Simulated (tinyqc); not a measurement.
## Gated graphene, quantum capacitance: effect of the gate voltage

phi is the Fermi level above the Dirac point, in volts; Vg is counted from the gate voltage of charge neutrality. Ideal linear bands, no charge puddles.

N0 = (2/pi)(kB T/(hbar vF))^2; n = N0 F1(phi/Vt), p = N0 F1(-phi/Vt), F1(e) = int_0^infinity u du/(1 + exp(u - e)) = -Li2(-exp(e)); Cq = q d(n - p)/dphi = (q N0/Vt) ln[2 (1 + cosh(phi/Vt))]. Cox = eps0 eox/tox; Vg = phi + q (n - p + Dit phi)/Cox. 1/C_G = 1/Cox + 1/(Cq + q Dit); dphi/dVg = Cox/(Cox + Cq + q Dit).

Inputs (values chosen for the exercise); values close to those of graphene:
- T = 300 K (temperature)
- eox = 22.6 (relative permittivity of the gate insulator (close to hafnium oxide))
- tox = 6.6 nm (insulator thickness)
- vF = 9.57e5 m/s (Fermi velocity)
- Dit = 0 cm^-2 eV^-1 (density of traps)

Constants: q = 1.602176634e-19 C, kB = 1.380649e-23 J/K, hbar = 1.054571817e-34 J s, Vt = kB T/q, eps0 = 8.8541878128e-14 F/cm where lengths are in cm. Results are converted to the units shown.

The same in every row: Cox (uF/cm^2) = 3.032.

Results:
```
Vg (V)   phi (V)  n - p (cm^-2)  Cq (uF/cm^2)  C_G (uF/cm^2)  dphi/dVg  n + p (cm^-2)
-0.3     -0.1693      -2.474e12         4.353          1.787    0.4106       2.474e12
-0.18    -0.1149      -1.232e12         2.968          1.500    0.5053       1.235e12
-0.06   -0.04431      -2.969e11         1.359         0.9385    0.6905       3.339e11
0.07     0.05112       3.573e11         1.486         0.9974    0.6710       3.860e11
0.19      0.1199       1.327e12         3.094          1.531    0.4949       1.329e12
0.31      0.1733       2.586e12         4.457          1.804    0.4048       2.587e12
0.43      0.2184       4.004e12         5.615          1.969    0.3506       4.004e12
0.56      0.2613       5.653e12         6.716          2.089    0.3110       5.653e12
0.8       0.3297       8.899e12         8.476          2.233    0.2635       8.899e12
```

Estimate the missing row, Vg = 0.68 V.

Computed row:
```
Vg (V)  phi (V)  n - p (cm^-2)  Cq (uF/cm^2)  C_G (uF/cm^2)  dphi/dVg  n + p (cm^-2)
0.68     0.2969       7.249e12         7.633          2.170    0.2843       7.249e12
```

With this row back in the table: As Vg goes from -0.3 to 0.8, Cq goes from 4.35 through a minimum of 1.36 (at Vg = -0.06 among the rows listed) to 8.48 uF/cm^2, C_G/Cox goes from 0.589 through a minimum of 0.310 (at Vg = -0.06 among the rows listed) to 0.737 and n - p rises from -2.47e12 to 8.90e12 cm^-2. Cq is below Cox for Vg = -0.18, -0.06, 0.07; there the density of states limits the response dn/dVg more than the insulator does. At neutrality Cq is (q N0/Vt) ln 4 = 0.921 uF/cm^2, and far from it Cq grows as |phi|.

Numbers from tinyqc (`OMP_NUM_THREADS=1 python tinyqc.py 2200032 2200033 out.jsonl`; about 0.01 s on one thread of a shared Intel Xeon 2.30GHz).
